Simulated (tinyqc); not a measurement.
Worked calculation: CID on RHF in the sto-6g basis, for H3+, spin multiplicity 1. Computed by tinyqc, a small Python program that keeps every step (integrals from PySCF). Settings: charge = 1, multiplicity = 1, basis = sto-6g, method = RHF, energy threshold = 1e-10, iteration cap = 74, orthogonalisation = canonical, start = Wolfsberg-Helmholz matrix, DIIS depth = 6, ci = CID, davidson = 1. Command: `OMP_NUM_THREADS=1 python tinyqc.py 26749 26750 out.jsonl` (the two numbers bound the seeds that draw the settings). One thread of a shared host (Intel(R) Xeon(R) Processor @ 2.60GHz), about 0.06 s of CPU time with the checks. The early iterations of the SCF are left out here.

## One-electron integrals

Geometry (angstrom):

| atom | x | y | z |
|---|---|---|---|
| H | 0.000000 | 0.000000 | 0.000000 |
| H | 0.000000 | 0.000000 | 1.031000 |
| H | 0.000000 | 0.893000 | 0.516000 |

Basis sto-6g: exponents (1/bohr^2) and contraction coefficients of normalised primitives:

| element | l (shell) | exponent | coefficient |
|---|---|---|---|
| H | s (1) | 35.523221 | 0.009164 |
| H | s (1) | 6.513144 | 0.049361 |
| H | s (1) | 1.822143 | 0.168538 |
| H | s (1) | 0.625955 | 0.370563 |
| H | s (1) | 0.243077 | 0.416492 |
| H | s (1) | 0.100112 | 0.130334 |

Overlap, kinetic and nuclear-attraction integrals over the contracted functions; the nuclear repulsion is the sum of Za Zb / Rab.

nuclear repulsion = 1.53968767 hartree

overlap S:
```
          1H 1s     2H 1s     3H 1s
1H 1s  1.000000  0.478705  0.478498
2H 1s  0.478705  1.000000  0.478785
3H 1s  0.478498  0.478785  1.000000
```

kinetic energy T (hartree):
```
          1H 1s     2H 1s     3H 1s
1H 1s  0.768522  0.100961  0.100841
2H 1s  0.100961  0.768522  0.101008
3H 1s  0.100841  0.101008  0.768522
```

nuclear attraction V (hartree):
```
           1H 1s      2H 1s      3H 1s
1H 1s  -2.237991  -1.014160  -1.013654
2H 1s  -1.014160  -2.238205  -1.014355
3H 1s  -1.013654  -1.014355  -2.238050
```

core Hamiltonian H = T + V (hartree):
```
           1H 1s      2H 1s      3H 1s
1H 1s  -1.469469  -0.913198  -0.912813
2H 1s  -0.913198  -1.469683  -0.913347
3H 1s  -0.912813  -0.913347  -1.469528
```

## Two-electron integrals

Functions are numbered as in S; the eight-fold symmetry (ij|kl) = (ji|kl) = (kl|ij) leaves the list below.

Two-electron integrals (ij|kl) in chemists' order, unique and non-zero (hartree):
```
(11|11) 0.774999   (21|11) 0.295415   (21|21) 0.145538   (22|11) 0.468054
(22|21) 0.295415   (22|22) 0.774999   (31|11) 0.295255   (31|21) 0.130614
(31|22) 0.235056   (31|31) 0.145398   (32|11) 0.235144   (32|21) 0.130687
(32|22) 0.295477   (32|31) 0.130634   (32|32) 0.145591   (33|11) 0.467939
(33|21) 0.235119   (33|22) 0.468098   (33|31) 0.295255   (33|32) 0.295477
(33|33) 0.774999
```

## Orthogonalisation

S = U s U^T; canonical form X = U s^(-1/2), so that X^T S X = 1. Each column of U has its largest component positive (the first on a tie).

eigenvalues of S: 0.521166  0.521509  1.957326

X:
```
               1          2         3
1H 1s  -0.426955   1.047034  0.412639
2H 1s   1.120418  -0.153898  0.412722
3H 1s  -0.693649  -0.893055  0.412662
```

## Iteration 3 (converged): orbitals

converged F (hartree):
```
           1H 1s      2H 1s      3H 1s
1H 1s  -0.751353  -0.706678  -0.706455
2H 1s  -0.706678  -0.751563  -0.706764
3H 1s  -0.706455  -0.706764  -0.751412
```

Diagonalise F' = X^T F X, C = X C', fill 1 alpha and 1 beta electrons from the bottom; D = 2 C_occ C_occ^T. Each column has its largest component positive (the first on a tie).

F' = X^T F X (hartree):
```
           1          2          3
1  -0.085748   0.000000  -0.000036
2   0.000000  -0.086158   0.000016
3  -0.000036   0.000016  -1.105952
```

orbital energies (hartree): MO1 -1.105952, MO2 -0.086158, MO3 -0.085748

coefficients C:
```
            MO1        MO2        MO3
1H 1s  0.412608   1.047041  -0.426968
2H 1s  0.412764  -0.153893   1.120403
3H 1s  0.412652  -0.893048  -0.693664
```

D after iteration 3:
```
          1H 1s     2H 1s     3H 1s
1H 1s  0.340491  0.340620  0.340527
2H 1s  0.340620  0.340748  0.340656
3H 1s  0.340527  0.340656  0.340563
```

## Convergence

Stop when the energy changes by less than 1e-10 hartree and every element of the error matrix X^T (F D S - S D F) X is below 3e-06.

Course of the cycle:

| iteration | E (hartree) | change | largest element of the error matrix |
|---|---|---|---|
| 1 | -1.25009184 | - | 7.05e-05 |
| 2 | -1.25009184 | -3.27e-09 | 8.95e-06 |
| 3 | -1.25009184 | -5.35e-11 | 4.18e-11 |

PySCF RHF in the same basis = -1.25009184 hartree

Converged in 3 iterations.

## Integrals over molecular orbitals

(pq|rs) = sum C_ip C_jq C_kr C_ls (ij|kl), one index at a time.

one-electron integrals over orbitals h = C^T H C (hartree):
```
           1          2          3
1  -1.683828   0.000024  -0.000054
2   0.000024  -1.067469   0.000000
3  -0.000054   0.000000  -1.067196
```

Two-electron integrals over orbitals (pq|rs), unique and non-zero (hartree):
```
(11|11) 0.577876    (21|11) -0.000024   (21|21) 0.144508    (22|11) 0.562910
(22|21) 0.038682    (22|22) 0.648468    (31|11) 0.000054    (31|22) -0.089039
(31|31) 0.144511    (32|11) 6.64e-09    (32|21) -0.089086   (32|22) -0.000024
(32|31) -0.038672   (32|32) 0.076870    (33|11) 0.562980    (33|21) -0.038693
(33|22) 0.494833    (33|31) 0.089064    (33|32) 0.000024    (33|33) 0.648497
```

## CID: determinants and Hamiltonian

Hartree-Fock energy = -1.25009184 hartree

Slater-Condon rules over spin orbitals, with the nuclear repulsion added and E(HF) subtracted on the diagonal. Only determinants linked to the reference directly or through others are kept (one block of an abelian symmetry group), so some states are absent.

Occupation strings over the orbitals (2 doubly, a alpha, b beta, 0 empty; spin orbitals ordered 1a 1b 2a 2b ...): 200 020 0ab 0ba 002

H - E(HF) between determinants (hartree):
```
          200        020        0ab        0ba        002
200  0.000000   0.144508   0.000000   0.000000   0.144511
020  0.144508   1.303308  -0.000024   0.000024   0.076870
0ab  0.000000  -0.000024   1.149947  -0.076870   0.000024
0ba  0.000000   0.000024  -0.076870   1.149947  -0.000024
002  0.144511   0.076870   0.000024  -0.000024   1.303885
```

## CID: roots

Diagonalise (each vector has its largest component positive (the first on a tie)); all determinants have Ms = 0, so triplets appear too. The lowest singlet root is the correlation energy.

lowest roots of this matrix, relative to E(HF) (hartree): -0.029619  1.073078  1.226706  1.226838  1.410086

lowest vectors:
```
        root 1    root 2     root 3     root 4
200   0.989660  0.000000   0.000233  -0.000101
020  -0.101445  0.000000   0.649927  -0.281303
0ab   0.000000  0.707107   0.280872   0.648931
0ba   0.000000  0.707107  -0.280872  -0.648931
002  -0.101401  0.000000  -0.647933   0.280440
```

<S^2> of these roots: 0.000000  2.000000  0.000000  0.000000  0.000000

weight of the ground state by excitation level 0, 1, 2, ...: 0.979427  0.000000  0.020573
